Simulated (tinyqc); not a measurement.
p-n diode, drift-diffusion by the Gummel loop with Scharfetter-Gummel fluxes: one step of the calculation.

Abrupt junction at x = 0, p side from -Lp, n side to Ln, ohmic contacts. psi is counted from the intrinsic level; n = ni exp((psi - phin)/Vt), p = ni exp((phip - psi)/Vt). Contacts: p side psi = V - Vt ln(Na/ni), p = Na, n = ni^2/Na; n side psi = Vt ln(Nd/ni), n = Nd, p = ni^2/Nd. Constant mobilities, D = mu Vt, Boltzmann statistics, SRH recombination through a mid-gap level, U = (n p - ni^2)/(tp (n + ni) + tn (p + ni)). Current is positive from the p contact to the n contact.

Task. Recombination and current. U_i as defined. J = Jn at the p contact + Jp at the n contact + q sum w_i U_i - q G sum w_i over the inner nodes, which avoids differences of large majority fluxes: Jn = (q mun Vt/h_0)[n_1 B(d_0) - n_0 B(-d_0)], Jp = (q mup Vt/h_last)[p_(N-1) B(d_last) - p_N B(-d_last)], d_i = (psi_(i+1) - psi_i)/Vt, B(d) = d/(exp(d) - 1), w_i = (h_(i-1) + h_i)/2.

Inputs (values chosen for the exercise); band and dielectric values close to those of silicon:

| symbol | value | unit | meaning |
|---|---|---|---|
| T | 300 | K | temperature |
| mun | 900 | cm^2/(V s) | electron mobility |
| mup | 390 | cm^2/(V s) | hole mobility |
| tn | 1e-7 | s | SRH lifetime of electrons |
| tp | 1e-7 | s | SRH lifetime of holes |
| G | 0 | cm^-3 s^-1 | uniform generation rate |

Constants: q = 1.602176634e-19 C, kB = 1.380649e-23 J/K, Vt = kB T/q. Results are converted to the units shown.

```
node	x (nm)	converged psi (V)	converged n (cm^-3)	converged p (cm^-3)
0	-6300	0.19533963	1146.1745	9.8e16
1	-2400	0.19531694	1.2301102e13	9.8012301e16
2	-903	0.19530831	1.7233522e13	9.8017233e16
3	-325	0.19530521	1.9182089e13	9.8018345e16
4	-102	0.19541860	2.0028062e13	9.7585300e16
5	-16.5	0.20425409	2.8537013e13	6.9334011e16
6	16.5	0.29370044	9.0891399e14	2.1791151e15
7	88.2	0.36561318	1.4677255e16	1.3452454e14
8	244	0.37356425	1.9963258e16	9.6522056e13
9	583	0.37372543	2.0089383e16	8.9991022e13
10	1320	0.37370635	2.0077470e16	7.7470409e13
11	2920	0.37366420	2.0051691e16	5.1690805e13
12	6400	0.37357546	2e16	5616.2552
```

ni = 1.0598354e10 cm^-3

Give: U; Jn at the p contact; Jp at the n contact; recombination; generation; J.

Result.

U, node 0 to 12 (cm^-3 s^-1): 0  1.2300e20  1.7230e20  1.9178e20  2.0024e20  2.8525e20  6.4138e21  1.3330e21  9.6058e20  8.9590e20  7.7173e20  5.1558e20  0
Jn at the p contact = 0.11763 A/cm^2
Jp at the n contact = 0.24035 A/cm^2
recombination = 0.064946 A/cm^2
generation = 0 A/cm^2
J = 0.42293 A/cm^2

Numbers from tinyqc (`OMP_NUM_THREADS=1 python tinyqc.py 2240165 2240166 out.jsonl`; about 0.2 s on one thread of a shared Intel Xeon 2.30GHz).
